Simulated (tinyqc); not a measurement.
# Gate voltage for a given inversion charge

Problem. p-type body, charge-sheet picture, depletion and inversion only, full ionisation (an idealisation for deep acceptors), Boltzmann statistics (rough once Na exp(x - xn) passes about Nc/7). In units of Vt: xg = (Vg - Vfb)/Vt, x = psi/Vt, G = gamma/sqrt(Vt), xn = (2 phiF + Vc)/Vt. The implicit equation is (xg - x)^2 = G^2 [x - 1 + exp(x - xn)] for x above about 3. Cox = eps0 eox/tox. ni = sqrt(Nc Nv) exp(-Eg/(2 Vt)), Eg in volts; phiF = Vt ln(Na/ni); gamma = sqrt(2 q eps0 eps_r Na)/Cox. N_inv = (Cox Vt G/q) [sqrt(x - 1 + exp(x - xn)) - sqrt(x - 1)]. Find x - xn, psi and Vg.

Values chosen for this exercise; band and dielectric values close to those of silicon:
- T = 300 K (temperature)
- Eg = 1.14 eV (band gap)
- eps_r = 11.9 (relative permittivity)
- Nc = 2.79e19 cm^-3 (conduction-band density of states at T)
- Nv = 2.63e19 cm^-3 (valence-band density of states at T)
- eox = 7.43 (relative permittivity of the gate insulator (close to silicon nitride))
- tox = 2.3 nm (insulator thickness)
- Na = 4.8e16 cm^-3 (acceptor density)
- Vfb = -0.83 V (flat-band voltage)
- Vc = 0.5 V (channel-body voltage)

Constants: q = 1.602176634e-19 C, kB = 1.380649e-23 J/K, Vt = kB T/q, eps0 = 8.8541878128e-14 F/cm where lengths are in cm. Results are converted to the units shown.

N_inv = 2.9e10 cm^-2

Answer. N_inv rises steadily with x, so it fixes x; the implicit equation then gives xg directly.

x - xn = 1.192
psi = 1.343 V
Vg = 0.5659 V

Computed by the program tinyqc: `OMP_NUM_THREADS=1 python tinyqc.py 2122162 2122163 out.jsonl`, one thread of a shared Intel Xeon 2.30GHz, about 0.01 s for the whole run.
